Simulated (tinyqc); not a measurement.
## Mass and degeneracy from charge and saturation current

Question. At high drain voltage only states moving towards the drain are filled: n = (N0/2) F_0(eta), N0 = gv m kB T/(pi hbar^2), F_0(x) = ln(1 + exp x), and I = q (N0/2) vT F_(1/2)(eta) per width, vT = sqrt(2 kB T/(pi m)), F_(1/2)(x) = (2/sqrt(pi)) int_0^infinity u^(1/2)/(1 + exp(u - x)) du. Find eta and m.

Parameters, values chosen for the exercise: temperature T = 300 K; valley degeneracy gv = 1.

Constants: q = 1.602176634e-19 C, kB = 1.380649e-23 J/K, hbar = 1.054571817e-34 J s, m0 = 9.1093837015e-31 kg. Results are converted to the units shown.

n = 5.6893353e11 cm^-2
I = 115.96897 uA/um

Solution. The mass drops out of I^2/(q^2 n) = gv (kB T)^2 F_(1/2)^2/(pi^2 hbar^2 F_0), which rises with eta and so fixes it; n then gives m.

eta = -0.410
m = 0.207 m0

Program tinyqc, `OMP_NUM_THREADS=1 python tinyqc.py 2400061 2400062 out.jsonl`; Intel Xeon 2.30GHz, shared host, one thread, about 0.01 s.
